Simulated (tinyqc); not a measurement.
# Changing the delay t

Model: time-domain thermoreflectance: layered heat flow under a modulated pulse train, and what the signal ratio measures. Computed by tinyqc, a small Python program. Command: `OMP_NUM_THREADS=1 python tinyqc.py 3111903 3111904 out.jsonl tdtr sweep`. One thread of a shared host (Intel(R) Xeon(R) Processor @ 2.30GHz), about 0.1 s of CPU time with the checks.

Pulses repeat at 80 MHz; heat is laid down at the surface, all layers are isotropic.

Inputs (values chosen for the exercise, modelled on aluminium on 4H-SiC):

| quantity | value | unit |
|---|---|---|
| metal thickness d | 100 | nm |
| metal conductivity | 150 | W/(m K) |
| metal heat capacity | 2.42 | MJ/(m^3 K) |
| boundary conductance G under the metal | 31 | MW/(m^2 K) |
| substrate conductivity kappa | 306 | W/(m K) |
| substrate heat capacity C | 2.2 | MJ/(m^3 K) |
| modulation frequency f | 1 | MHz |
| spot radius w (1/e^2, pump and probe) | 12 | micrometre |

Stack: metal, substrate.

Method:
- For radial wave number k and angular frequency W each layer has u = sqrt(4 pi^2 k^2 + i W C/kappa) and gamma = kappa u. Surface impedance from below: Z = 1/gamma for the substrate; a layer of thickness L maps Z to (Z + tanh(u L)/gamma)/(1 + gamma Z tanh(u L)); a boundary adds 1/G.
- Response per absorbed watt H(W) = 2 pi int_0^(2/w) Z(k, W) exp(-pi^2 k^2 w^2) k dk by 20 Gauss-Legendre points.
- Signal: X + iY = sum_(m = -M..M) H(2 pi (f + m f_r)) exp(i 2 pi m f_r t) exp(-pi (m/M)^2 x 4), f_r = 80 MHz, M = 4000, with H(-W) the complex conjugate of H(W); V_in = X, V_out = Y, ratio = -V_in/V_out.

One run for each value:

| delay t (ps) | ratio -V_in/V_out | V_in (K/mW) | V_out (K/mW) |
|---|---|---|---|
| 80 | 7.690 | 0.1659 | -0.02157 |
| 130 | 7.563 | 0.1633 | -0.02159 |
| 220 | 7.469 | 0.1616 | -0.02164 |
| 380 | 7.311 | 0.1588 | -0.02171 |
| 630 | 7.076 | 0.1544 | -0.02182 |
| 1100 | 6.667 | 0.1467 | -0.02201 |
| 1800 | 6.126 | 0.1361 | -0.02222 |
| 3000 | 5.348 | 0.1201 | -0.02245 |
| 5000 | 4.356 | 0.0982 | -0.02255 |

Over the rows, ratio -V_in/V_out falls from 7.69 to 4.36 (exponent d ln y / d ln x -0.034 between the first rows and -0.40 between the last); V_in (K/mW) falls from 0.166 to 0.0982 (exponent d ln y / d ln x -0.032 between the first rows and -0.39 between the last); V_out (K/mW) falls from -0.0216 to -0.0225 (exponent d ln y / d ln x 0.0024 between the first rows and 0.0088 between the last). V_out changes by 4.5 % over these delays and V_in by 41 %.
